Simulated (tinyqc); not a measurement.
Changing the drain voltage V_D: inversion-layer mobility, back-scattering and ballistic limit of a field-effect transistor. Computed by tinyqc, a small Python program. Command: `OMP_NUM_THREADS=1 python tinyqc.py 3029082 3029083 out.jsonl mos sweep`. One thread of a shared host (Intel(R) Xeon(R) Processor @ 2.30GHz), about 0.01 s of CPU time with the checks.

The charge at the top of the source barrier is fixed by the gate; series resistance and short-channel effects are left out. F_j are Fermi integrals normalised to exp(eta) in the classical limit.

Inputs (values chosen for the exercise, modelled on a silicon n-channel):

| quantity | value | unit |
|---|---|---|
| transport mass m | 0.2 | m_0 |
| valley degeneracy g_v | 2 | - |
| weight w of the inversion charge | 0.5 | - |
| permittivity eps | 11.7 | - |
| phonon mobility at 1 MV/cm and 300 K, mu_ph | 360 | cm^2/(V s) |
| roughness mobility at 1 MV/cm, mu_sr | 1600 | cm^2/(V s) |
| Coulomb mobility at N_inv = 1e12/cm^2, mu_C | 1000 | cm^2/(V s) |
| electrical oxide thickness t_inv | 2.2 | nm |
| depletion charge N_dep | 1.4e+12 | 1/cm^2 |
| gate overdrive V_G - V_T | 0.26 | V |
| channel length L | 57 | nm |
| exponent a of the critical length | 0.6 | - |
| temperature T | 300 | K |

Statistics at the top of the barrier: Fermi-Dirac.

Constants: eps_0 = 8.8541878128e-12 F/m; e = 1.602176634e-19 C; m_0 = 9.1093837015e-31 kg; k_B = 1.380649e-23 J/K; hbar = 1.054571817e-34 J s; k_B = 8.617333262e-05 eV/K.

Method:
- N_inv = 3.9 eps_0 (V_G - V_T)/(e t_inv); effective field E_eff = e (N_dep + w N_inv)/(eps eps_0).
- mu_phonon = mu_ph (E_eff/1 MV/cm)^(-0.3) (T/300 K)^(-1.75); mu_rough = mu_sr (E_eff/1 MV/cm)^(-2); mu_Coulomb = mu_C (N_inv/1e12 cm^-2) (T/300 K); Matthiessen's rule adds 1/mu.
- F_j(eta) = (1/Gamma(j + 1)) int_0^infinity x^j/(1 + exp(x - eta)) dx, F_0 = ln(1 + exp(eta)). Integrals over x = E/(k_B T) use 160 Gauss-Legendre points in u = sqrt(x) from 0 to sqrt(max(eta, 0) + 32).
- Ballistic channel: N_2D = g_v m k_B T/(pi hbar^2), U = e V_D/(k_B T); eta_F solves N_inv = (N_2D/2)[F_0(eta_F) + F_0(eta_F - U)]; v_T = sqrt(2 k_B T/(pi m)); I/W = e (N_2D/2) v_T [F_1/2(eta_F) - F_1/2(eta_F - U)]; injection velocity v_T F_1/2(eta_F)/F_0(eta_F).
- Mean free path lambda = (2 k_B T/e)(mu/v_T) F_0(eta_0)/F_-1/2(eta_0), with eta_0 from N_inv = N_2D F_0(eta_0); critical length l = L (1 + U)^(-a), an empirical rule; back-scattering r = l/(l + lambda). Then eta solves N_inv = (N_2D/2)[(1 + r) F_0(eta) + (1 - r) F_0(eta - U)] and I/W = e (N_2D/2) v_T (1 - r)[F_1/2(eta) - F_1/2(eta - U)].
- Ballistic ratio: I over the ballistic current. Apparent mobility 1/(1/mu + 1/mu_B), mu_B = mu L/lambda.

One run for each value:

| drain voltage V_D (V) | current I/W (microampere/micrometre) | ballistic current I/W (microampere/micrometre) | back-scattering coefficient r | critical length l (nm) |
|---|---|---|---|---|
| 0.010 | 21.6 | 84.0 | 0.7184 | 46.85 |
| 0.018 | 39.2 | 149.5 | 0.6933 | 41.51 |
| 0.033 | 70.2 | 263.2 | 0.6546 | 34.79 |
| 0.060 | 114.4 | 421.3 | 0.6017 | 27.74 |
| 0.110 | 161.9 | 549.2 | 0.5343 | 21.06 |
| 0.200 | 204.4 | 577.8 | 0.4582 | 15.53 |
| 0.360 | 248.9 | 578.8 | 0.3801 | 11.26 |
| 0.660 | 298.6 | 578.8 | 0.3028 | 7.97 |
| 1.200 | 348.3 | 578.8 | 0.2346 | 5.63 |

Over the rows, current I/W (microampere/micrometre) rises from 21.6 to 348 (exponent d ln y / d ln x 1.0 between the first rows and 0.26 between the last); ballistic current I/W (microampere/micrometre) rises from 84.0 to 579; back-scattering coefficient r falls from 0.718 to 0.235 (exponent d ln y / d ln x -0.060 between the first rows and -0.43 between the last). At the low end the exponent of current I/W is 1.02, close to 1: the linear region.
